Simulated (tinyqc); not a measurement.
Probe couplings from its potential.

Inverse problem. One voltage probe p sits between leads L (mu = 1) and R (mu = 0) without magnetic field: mu_p = T_pL/(T_pL + T_pR), T_eff = T_RL + T_pL T_pR/(T_pL + T_pR). Find T_pL and T_pR.

T_RL = 0.28
mu_p = 0.69767442
T_eff = 0.37069767

Solution. T_eff - T_RL equals T_pL (1 - mu_p) and also T_pR mu_p.

T_pL = 0.3000
T_pR = 0.1300

Numbers from tinyqc (`OMP_NUM_THREADS=1 python tinyqc.py 2700132 2700133 out.jsonl`; about 0.01 s on one thread of a shared Intel Xeon 2.30GHz).
